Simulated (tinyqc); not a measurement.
Coherent transport through a tight-binding region between two chains, step by step. Computed by tinyqc, a small Python program that keeps every step. Settings: temperature = 77, mu = 0.29. Command: `OMP_NUM_THREADS=1 python tinyqc.py 27094 27095 out.jsonl` (the two numbers bound the seeds that draw the settings). One thread of a shared host (Intel(R) Xeon(R) Processor @ 2.60GHz), about 0.07 s of CPU time with the checks.

## Transmission at E = -0.55 eV

H of the central region (eV):
```
           1          2
1   0.300000  -1.150000
2  -1.150000  -0.060000
```

Leads: semi-infinite chains with site energy 0:
```
parameter                           value
lead hopping t (eV)              1.710000
coupling to the left lead (eV)   0.460000
coupling to the right lead (eV)  1.100000
left contact site                       1
right contact site                      2
```

E = -0.550000 eV

Surface Green function g = (E - i sqrt(4 t^2 - E^2)) / (2 t^2); self-energy tc^2 g on each contact site; G = (E - H - Sigma)^(-1); Gamma = -2 Im Sigma; T = Gamma_L Gamma_R |G_LR|^2; local density of states -Im G_ii / pi.

g = -0.094046-0.577184i 1/eV

G (1/eV):
```
                     1                   2
1  -0.015604-0.628593i  0.791544-0.452077i
2   0.791544-0.452077i  0.523346-0.410384i
```

local density of states (1/eV): 0.200087  0.130629

transmission = 0.283495

## Transmission across the band

The same steps on a grid of energies.

T(E):
```
E (eV)              T
-3.24900000  0.000835
-2.92410000  0.003650
-2.59920000  0.009682
-2.27430000  0.023423
-1.94940000  0.057310
-1.62450000  0.143988
-1.29960000  0.308930
-0.97470000  0.378084
-0.64980000  0.306057
-0.32490000  0.245821
0.00000000   0.222549
0.32490000   0.232221
0.64980000   0.283597
0.97470000   0.408831
1.29960000   0.575643
1.62450000   0.368163
1.94940000   0.125024
2.27430000   0.042936
2.59920000   0.015757
2.92410000   0.005479
3.24900000   0.001183
```

levels of the isolated region (eV): -1.044002  1.284002

## Current

I = (2e/h) int T(E) [f(E - mu - V/2) - f(E - mu + V/2)] dE at 77 K with mu = 0.29 eV, the bias not changing H; 2e^2/h = 77.48092 microsiemens; the integral runs over the band on 4001 points.

Current:
```
V (volt)  I (microampere)
0.010000         0.177843
0.050000         0.889353
0.100000         1.779575
0.200000         3.566118
0.400000         7.188586
0.800000        14.847639
```
